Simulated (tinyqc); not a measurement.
Inversion-layer mobility, back-scattering and ballistic limit of a field-effect transistor: one step, computed by the program tinyqc. Command: `OMP_NUM_THREADS=1 python tinyqc.py 3031379 3031380 out.jsonl mos walk`. One thread of a shared host (Intel(R) Xeon(R) Processor @ 2.30GHz), about 0.01 s of CPU time with the checks.

The charge at the top of the source barrier is fixed by the gate; series resistance and short-channel effects are left out. F_j are Fermi integrals normalised to exp(eta) in the classical limit.

Task: Back-scattering. Non-degenerate: every F_j(eta) is replaced by exp(eta). Ballistic channel: N_2D = g_v m k_B T/(pi hbar^2), U = e V_D/(k_B T); eta_F solves N_inv = (N_2D/2)[F_0(eta_F) + F_0(eta_F - U)]; v_T = sqrt(2 k_B T/(pi m)); I/W = e (N_2D/2) v_T [F_1/2(eta_F) - F_1/2(eta_F - U)]; injection velocity v_T F_1/2(eta_F)/F_0(eta_F). Mean free path lambda = (2 k_B T/e)(mu/v_T) F_0(eta_0)/F_-1/2(eta_0), with eta_0 from N_inv = N_2D F_0(eta_0); critical length l = L (1 + U)^(-a), an empirical rule; back-scattering r = l/(l + lambda). Then eta solves N_inv = (N_2D/2)[(1 + r) F_0(eta) + (1 - r) F_0(eta - U)] and I/W = e (N_2D/2) v_T (1 - r)[F_1/2(eta) - F_1/2(eta - U)]. Ballistic ratio: I over the ballistic current. Apparent mobility 1/(1/mu + 1/mu_B), mu_B = mu L/lambda.

Inputs (values chosen for the exercise, modelled on a silicon n-channel):
```
quantity                           value  unit
transport mass m                    0.19   m_0
valley degeneracy g_v                  2     -
drain voltage V_D                   0.05     V
channel length L                     680    nm
exponent a of the critical length   0.78     -
temperature T                        300     K
```

Statistics at the top of the barrier: non-degenerate.

inversion density N_inv = 4.200026e+11 1/cm^2

effective mobility mu = 273.4691 cm^2/(V s)

Constants: m_0 = 9.1093837015e-31 kg; k_B = 1.380649e-23 J/K; hbar = 1.054571817e-34 J s; k_B = 8.617333262e-05 eV/K; e = 1.602176634e-19 C.

Give: eta_0; mean free path lambda; critical length l; back-scattering coefficient r; current I/W; ballistic ratio; apparent low-field mobility.

Result:

eta_0 = -2.279

mean free path lambda = 11.46 nm

critical length l = 293.7 nm

back-scattering coefficient r = 0.9625

current I/W = 1.355 microampere/micrometre

ballistic ratio = 0.02183

apparent low-field mobility = 268.9 cm^2/(V s)

L/lambda = 59.36, but at this drain voltage only the first 294 nm can return a carrier to the source, so the device works at 2 % of its ballistic limit.
